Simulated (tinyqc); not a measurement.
# Floating body of a partially depleted SOI transistor: body voltage and kink: transfer curve and swing

Source at 0 V. Channel current Ic = 2 nf K Vt^2 [F(0) - F(Vd)](1 + la Vd), F(V) = ln^2(1 + exp((Vg - VT - nf V)/(2 nf Vt))), VT = VT0 - gb Vb. Saturation voltage Vs = 2 Vt sqrt(F(0)) + 3 Vt, excess Ve = (Vd - Vs + sqrt((Vd - Vs)^2 + 0.0004 V^2))/2, multiplication M1 = Ai Ve exp(-Bl/Ve). Each junction passes D(v) = J1 (exp(v/Vt) - 1) + J2 (exp(v/(2 Vt)) - 1). Bipolar current Ib = bb J1 (exp(Vb/Vt) - 1). The body settles where M1 (Ic + Ib) = D(Vb) + D(Vb - Vd) + Vb/Rb; drain current Id = (1 + M1)(Ic + Ib) - D(Vb - Vd).

Rows with more than one solution for Vb (latch) are left out; dId/dVd by a forward difference over 1e-4 V, swing = 1e-4 V over the change of log10 Id; M1 under 1e-12 is printed as 0.

Inputs (values chosen for the exercise); values of the order met in partially depleted silicon-on-insulator transistors: temperature T = 300 K; threshold at zero body voltage VT0 = 0.46 V; fall of the threshold per volt of body voltage gb = 0.24; slope factor nf = 1.2; gain factor per width K = 330 uA/(V^2 um); channel-length modulation factor la = 0.09 1/V; impact-ionisation prefactor Ai = 1.02 1/V; impact-ionisation voltage Bl = 8.4 V; diffusion saturation current of each junction J1 = 4.5e-13 uA/um; recombination saturation current of each junction J2 = 7.7e-8 uA/um; gain of the lateral bipolar transistor on the diffusion current bb = 3; resistance of a weak body tie to the source (1e9 stands for no tie, and the term is then dropped) Rb = 1e9 kohm um; drain voltage Vd = 1.5 V.

Constants: q = 1.602176634e-19 C, kB = 1.380649e-23 J/K, Vt = kB T/q. Results are converted to the units shown.

Results:
columns A: Vg (V); B: Vb (V); C: M1; D: Id, floating (uA/um); E: Id, grounded (uA/um); F: ratio; G: swing, floating (mV/decade); H: swing, grounded (mV/decade)
```
A           B         C         D         E      F      G      H
0.01  0.03636  0.003954  4.774e-7  3.793e-7  1.259  84.84  89.63
0.11  0.04867  0.003951  1.110e-5  7.647e-6  1.452  65.76  72.29
0.21   0.1962  0.003918  8.389e-4  1.875e-4  4.473  45.62  72.09
0.31   0.4295  0.003586   0.08933  0.004397  20.32  59.54  74.53
0.51   0.5863  0.001648     5.863    0.8321  7.046  222.4  121.5
0.61   0.5975  9.586e-4     13.51     3.771  3.583  338.8  194.9
0.71   0.5963  5.199e-4     24.16     9.851  2.452  460.5  294.5
0.81   0.5868  2.600e-4     37.62     19.15  1.964  584.8  405.0
```

Estimate the missing row, Vg = 0.41 V.

Computed row:
columns A: Vg (V); B: Vb (V); C: M1; D: Id, floating (uA/um); E: Id, grounded (uA/um); F: ratio; G: swing, floating (mV/decade); H: swing, grounded (mV/decade)
```
A          B         C      D        E      F      G      H
0.41  0.5479  0.002622  1.452  0.08222  17.66  121.9  85.46
```

With this row back in the table: Vb goes from 0.0364 through a maximum of 0.597 (at Vg = 0.61 V among the rows listed) to 0.587 V. The smallest swing among the rows is 45.6 mV a decade with a floating body (at Vg = 0.21 V) and 72.1 with a grounded one; Vt ln 10 = 59.5. The floating swing is smaller by more than 3 % for Vg = 0.01, 0.11, 0.21, 0.31 V, where the rising Vb lowers the threshold as Vg rises. In the first row the floating body raises the current by a factor of 1.26.

Range of the model: The multiplication law is an empirical form chosen for the exercise; self-heating and capacitive coupling to the body are left out, and the linear laws are rough once Vb passes about 0.7 V or M1 about 0.1.

Computed by the program tinyqc: `OMP_NUM_THREADS=1 python tinyqc.py 2182273 2182274 out.jsonl`, one thread of a shared Intel Xeon 2.30GHz, about 0.2 s for the whole run.
